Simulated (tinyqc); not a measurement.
Inside a calculation. Method: FCI on RHF in the sto-3g basis, frozen core, for B+, spin multiplicity 1. Computed by tinyqc, a small Python program that keeps every step (integrals from PySCF). Settings: charge = 1, multiplicity = 1, basis = sto-3g, method = RHF, frozen orbitals = 1, energy threshold = 1e-10, iteration cap = 57, orthogonalisation = symmetric, start = atomic densities, DIIS depth = 6, ci = FCI, davidson = 1. Command: `OMP_NUM_THREADS=1 python tinyqc.py 28875 28876 out.jsonl` (the two numbers bound the seeds that draw the settings). One thread of a shared host (Intel(R) Xeon(R) Processor @ 2.60GHz), about 0.06 s of CPU time with the checks. The early iterations of the SCF are left out here.

## One-electron integrals

Geometry (angstrom):

| atom | x | y | z |
|---|---|---|---|
| B | 0.00000 | 0.00000 | 0.00000 |

Basis sto-3g: exponents (1/bohr^2) and contraction coefficients of normalised primitives:

| element | l (shell) | exponent | coefficient |
|---|---|---|---|
| B | s (1) | 48.79111 | 0.15433 |
| B | s (1) | 8.88736 | 0.53533 |
| B | s (1) | 2.40527 | 0.44463 |
| B | s (2) | 2.23696 | -0.09997 |
| B | s (2) | 0.51982 | 0.39951 |
| B | s (2) | 0.16906 | 0.70012 |
| B | p (3) | 2.23696 | 0.15592 |
| B | p (3) | 0.51982 | 0.60768 |
| B | p (3) | 0.16906 | 0.39196 |

Overlap, kinetic and nuclear-attraction integrals over the contracted functions; the nuclear repulsion is the sum of Za Zb / Rab.

nuclear repulsion = 0 hartree

overlap S:
```
          1B 1s    1B 2s   1B 2px   1B 2py   1B 2pz
1B 1s   1.00000  0.26933  0.00000  0.00000  0.00000
1B 2s   0.26933  1.00000  0.00000  0.00000  0.00000
1B 2px  0.00000  0.00000  1.00000  0.00000  0.00000
1B 2py  0.00000  0.00000  0.00000  1.00000  0.00000
1B 2pz  0.00000  0.00000  0.00000  0.00000  1.00000
```

kinetic energy T (hartree):
```
           1B 1s     1B 2s   1B 2px   1B 2py   1B 2pz
1B 1s   10.82630  -0.04797  0.00000  0.00000  0.00000
1B 2s   -0.04797   0.35917  0.00000  0.00000  0.00000
1B 2px   0.00000   0.00000  1.12388  0.00000  0.00000
1B 2py   0.00000   0.00000  0.00000  1.12388  0.00000
1B 2pz   0.00000   0.00000  0.00000  0.00000  1.12388
```

nuclear attraction V (hartree):
```
            1B 1s     1B 2s    1B 2px    1B 2py    1B 2pz
1B 1s   -23.14739  -3.13936   0.00000   0.00000   0.00000
1B 2s    -3.13936  -3.77163   0.00000   0.00000   0.00000
1B 2px    0.00000   0.00000  -3.74144   0.00000   0.00000
1B 2py    0.00000   0.00000   0.00000  -3.74144   0.00000
1B 2pz    0.00000   0.00000   0.00000   0.00000  -3.74144
```

core Hamiltonian H = T + V (hartree):
```
            1B 1s     1B 2s    1B 2px    1B 2py    1B 2pz
1B 1s   -12.32109  -3.18733   0.00000   0.00000   0.00000
1B 2s    -3.18733  -3.41246   0.00000   0.00000   0.00000
1B 2px    0.00000   0.00000  -2.61756   0.00000   0.00000
1B 2py    0.00000   0.00000   0.00000  -2.61756   0.00000
1B 2pz    0.00000   0.00000   0.00000   0.00000  -2.61756
```

## Two-electron integrals

Functions are numbered as in S; the eight-fold symmetry (ij|kl) = (ji|kl) = (kl|ij) leaves the list below.

Two-electron integrals (ij|kl) in chemists' order, unique and non-zero (hartree):
```
(11|11) 2.92351   (21|11) 0.51838   (21|21) 0.10926   (22|11) 0.74423
(22|21) 0.19318   (22|22) 0.54480   (31|31) 0.02026   (32|31) 0.03000
(32|32) 0.12035   (33|11) 0.74249   (33|21) 0.19324   (33|22) 0.54468
(33|33) 0.58677   (41|41) 0.02026   (42|41) 0.03000   (42|42) 0.12035
(43|43) 0.03163   (44|11) 0.74249   (44|21) 0.19324   (44|22) 0.54468
(44|33) 0.52351   (44|44) 0.58677   (51|51) 0.02026   (52|51) 0.03000
(52|52) 0.12035   (53|53) 0.03163   (54|54) 0.03163   (55|11) 0.74249
(55|21) 0.19324   (55|22) 0.54468   (55|33) 0.52351   (55|44) 0.52351
(55|55) 0.58677
```

## Orthogonalisation

S = U s U^T; symmetric (Loewdin) form X = U s^(-1/2) U^T, so that X^T S X = 1.

eigenvalues of S: 0.73067  1.00000  1.00000  1.00000  1.26933

X:
```
           1B 1s     1B 2s   1B 2px   1B 2py   1B 2pz
1B 1s    1.02873  -0.14114  0.00000  0.00000  0.00000
1B 2s   -0.14114   1.02873  0.00000  0.00000  0.00000
1B 2px   0.00000   0.00000  1.00000  0.00000  0.00000
1B 2py   0.00000   0.00000  0.00000  1.00000  0.00000
1B 2pz   0.00000   0.00000  0.00000  0.00000  1.00000
```

## Iteration 3 (converged): orbitals

converged F (hartree):
```
           1B 1s     1B 2s    1B 2px    1B 2py    1B 2pz
1B 1s   -7.98292  -2.29919   0.00000   0.00000   0.00000
1B 2s   -2.29919  -1.45018   0.00000   0.00000   0.00000
1B 2px   0.00000   0.00000  -0.20052   0.00000   0.00000
1B 2py   0.00000   0.00000   0.00000  -0.20052   0.00000
1B 2pz   0.00000   0.00000   0.00000   0.00000  -0.20052
```

Diagonalise F' = X^T F X, C = X C', fill 2 alpha and 2 beta electrons from the bottom; D = 2 C_occ C_occ^T. Each column has its largest component positive (the first on a tie).

F' = X^T F X (hartree):
```
          1         2         3         4         5
1  -7.80947  -1.10936   0.00000   0.00000   0.00000
2  -1.10936  -1.02607   0.00000   0.00000   0.00000
3   0.00000   0.00000  -0.20052   0.00000   0.00000
4   0.00000   0.00000   0.00000  -0.20052   0.00000
5   0.00000   0.00000   0.00000   0.00000  -0.20052
```

orbital energies (hartree): MO1 -7.98629, MO2 -0.84925, MO3 -0.20052, MO4 -0.20052, MO5 -0.20052

coefficients C:
```
            MO1       MO2      MO3      MO4      MO5
1B 1s   0.99369  -0.30130  0.00000  0.00000  0.00000
1B 2s   0.02254   1.03812  0.00000  0.00000  0.00000
1B 2px  0.00000   0.00000  1.00000  0.00000  0.00000
1B 2py  0.00000   0.00000  0.00000  1.00000  0.00000
1B 2pz  0.00000   0.00000  0.00000  0.00000  1.00000
```

D after iteration 3:
```
           1B 1s     1B 2s   1B 2px   1B 2py   1B 2pz
1B 1s    2.15642  -0.58078  0.00000  0.00000  0.00000
1B 2s   -0.58078   2.15642  0.00000  0.00000  0.00000
1B 2px   0.00000   0.00000  0.00000  0.00000  0.00000
1B 2py   0.00000   0.00000  0.00000  0.00000  0.00000
1B 2pz   0.00000   0.00000  0.00000  0.00000  0.00000
```

Within a degenerate level the vectors are fixed only up to a rotation; this is one choice.

## Convergence

Stop when the energy changes by less than 1e-10 hartree and every element of the error matrix X^T (F D S - S D F) X is below 3e-06.

Course of the cycle:

| iteration | E (hartree) | change | largest element of the error matrix |
|---|---|---|---|
| 1 | -20.7704467 | - | 1.37e-02 |
| 2 | -23.9484704 | -3.18e+00 | 0.00000 |
| 3 | -23.9484704 | 1.07e-14 | 0.00000 |

PySCF RHF in the same basis = -23.9484704 hartree

Converged in 3 iterations.

## Integrals over molecular orbitals

(pq|rs) = sum C_ip C_jq C_kr C_ls (ij|kl), one index at a time.

one-electron integrals over orbitals h = C^T H C (hartree):
```
           1         2         3         4         5
1  -12.31069   0.34279   0.00000   0.00000   0.00000
2    0.34279  -2.80224   0.00000   0.00000   0.00000
3    0.00000   0.00000  -2.61756   0.00000   0.00000
4    0.00000   0.00000   0.00000  -2.61756   0.00000
5    0.00000   0.00000   0.00000   0.00000  -2.61756
```

Two-electron integrals over orbitals (pq|rs), unique and non-zero (hartree); the lowest 1 orbital is frozen and left out:
```
(22|22) 0.52588   (32|32) 0.11277   (33|22) 0.53352   (33|33) 0.58677
(42|42) 0.11277   (43|43) 0.03163   (44|22) 0.53352   (44|33) 0.52351
(44|44) 0.58677   (52|52) 0.11277   (53|53) 0.03163   (54|54) 0.03163
(55|22) 0.53352   (55|33) 0.52351   (55|44) 0.52351   (55|55) 0.58677
```

## FCI: determinants and Hamiltonian

one-electron integrals dressed by the frozen orbital, h + 2 (pq|11) - (p1|1q) (hartree):
```
          2         3         4         5
2  -1.37514   0.00000   0.00000   0.00000
3   0.00000  -1.15479   0.00000   0.00000
4   0.00000   0.00000  -1.15479   0.00000
5   0.00000   0.00000   0.00000  -1.15479
```

energy of the frozen orbital, 2 h_11 + (11|11) = -21.7240814 hartree

Hartree-Fock energy = -23.9484704 hartree

Slater-Condon rules over spin orbitals, with the nuclear repulsion and the energy of the frozen orbital added and E(HF) subtracted on the diagonal.

Occupation strings over the orbitals (2 doubly, a alpha, b beta, 0 empty; spin orbitals ordered 1a 1b 2a 2b ...): 22000 2ab00 2a0b0 2a00b 2ba00 2b0a0 2b00a 20200 20ab0 20a0b 20ba0 20020 200ab 20b0a 200ba 20002

H - E(HF) between determinants (hartree):
```
         22000     2ab00     2a0b0     2a00b     2ba00     2b0a0     2b00a    20200
22000  0.00000   0.00000   0.00000   0.00000   0.00000   0.00000   0.00000  0.11277
2ab00  0.00000   0.22798   0.00000   0.00000  -0.11277   0.00000   0.00000  0.00000
2a0b0  0.00000   0.00000   0.22798   0.00000   0.00000  -0.11277   0.00000  0.00000
2a00b  0.00000   0.00000   0.00000   0.22798   0.00000   0.00000  -0.11277  0.00000
2ba00  0.00000  -0.11277   0.00000   0.00000   0.22798   0.00000   0.00000  0.00000
2b0a0  0.00000   0.00000  -0.11277   0.00000   0.00000   0.22798   0.00000  0.00000
2b00a  0.00000   0.00000   0.00000  -0.11277   0.00000   0.00000   0.22798  0.00000
20200  0.11277   0.00000   0.00000   0.00000   0.00000   0.00000   0.00000  0.50157
20ab0  0.00000   0.00000   0.00000   0.00000   0.00000   0.00000   0.00000  0.00000
20a0b  0.00000   0.00000   0.00000   0.00000   0.00000   0.00000   0.00000  0.00000
20ba0  0.00000   0.00000   0.00000   0.00000   0.00000   0.00000   0.00000  0.00000
20020  0.11277   0.00000   0.00000   0.00000   0.00000   0.00000   0.00000  0.03163
200ab  0.00000   0.00000   0.00000   0.00000   0.00000   0.00000   0.00000  0.00000
20b0a  0.00000   0.00000   0.00000   0.00000   0.00000   0.00000   0.00000  0.00000
200ba  0.00000   0.00000   0.00000   0.00000   0.00000   0.00000   0.00000  0.00000
20002  0.11277   0.00000   0.00000   0.00000   0.00000   0.00000   0.00000  0.03163

          20ab0     20a0b     20ba0    20020     200ab     20b0a     200ba    20002
22000   0.00000   0.00000   0.00000  0.11277   0.00000   0.00000   0.00000  0.11277
2ab00   0.00000   0.00000   0.00000  0.00000   0.00000   0.00000   0.00000  0.00000
2a0b0   0.00000   0.00000   0.00000  0.00000   0.00000   0.00000   0.00000  0.00000
2a00b   0.00000   0.00000   0.00000  0.00000   0.00000   0.00000   0.00000  0.00000
2ba00   0.00000   0.00000   0.00000  0.00000   0.00000   0.00000   0.00000  0.00000
2b0a0   0.00000   0.00000   0.00000  0.00000   0.00000   0.00000   0.00000  0.00000
2b00a   0.00000   0.00000   0.00000  0.00000   0.00000   0.00000   0.00000  0.00000
20200   0.00000   0.00000   0.00000  0.03163   0.00000   0.00000   0.00000  0.03163
20ab0   0.43831   0.00000  -0.03163  0.00000   0.00000   0.00000   0.00000  0.00000
20a0b   0.00000   0.43831   0.00000  0.00000   0.00000  -0.03163   0.00000  0.00000
20ba0  -0.03163   0.00000   0.43831  0.00000   0.00000   0.00000   0.00000  0.00000
20020   0.00000   0.00000   0.00000  0.50157   0.00000   0.00000   0.00000  0.03163
200ab   0.00000   0.00000   0.00000  0.00000   0.43831   0.00000  -0.03163  0.00000
20b0a   0.00000  -0.03163   0.00000  0.00000   0.00000   0.43831   0.00000  0.00000
200ba   0.00000   0.00000   0.00000  0.00000  -0.03163   0.00000   0.43831  0.00000
20002   0.00000   0.00000   0.00000  0.03163   0.00000   0.00000   0.00000  0.50157
```

## FCI: roots

Diagonalise (each vector has its largest component positive (the first on a tie)); all determinants have Ms = 0, so triplets appear too. The lowest singlet root is the correlation energy.

lowest roots of this matrix, relative to E(HF) (hartree): -0.06097  0.11521  0.11521  0.11521  0.34075  0.34075  0.34075  0.40668

lowest vectors:
```
         root 1   root 2    root 3    root 4
22000   0.95458  0.00000   0.00000   0.00000
2ab00   0.00000  0.00000   0.51782   0.48152
2a0b0   0.00000  0.33769  -0.42306   0.45495
2a00b   0.00000  0.62126   0.22996  -0.24729
2ba00   0.00000  0.00000   0.51782   0.48152
2b0a0   0.00000  0.33769  -0.42306   0.45495
2b00a   0.00000  0.62126   0.22996  -0.24729
20200  -0.17202  0.00000   0.00000   0.00000
20ab0   0.00000  0.00000   0.00000   0.00000
20a0b   0.00000  0.00000   0.00000   0.00000
20ba0   0.00000  0.00000   0.00000   0.00000
20020  -0.17202  0.00000   0.00000   0.00000
200ab   0.00000  0.00000   0.00000   0.00000
20b0a   0.00000  0.00000   0.00000   0.00000
200ba   0.00000  0.00000   0.00000   0.00000
20002  -0.17202  0.00000   0.00000   0.00000
```

<S^2> of these roots: 0.00000  2.00000  2.00000  2.00000  0.00000  0.00000  0.00000  2.00000

weight of the ground state by excitation level 0, 1, 2, ...: 0.91123  0.00000  0.08877

Within a degenerate level the vectors are fixed only up to a rotation; this is one choice.

## The lowest root by the Davidson method

Start from the reference; add the residual divided by (theta - H_ii), orthogonalised, at each step.

Davidson iterations:

| iteration | subspace | lowest Ritz value (hartree) | residual norm |
|---|---|---|---|
| 1 | 1 | 0 | 1.95e-01 |
| 2 | 2 | -0.0609657 | 1.79e-17 |
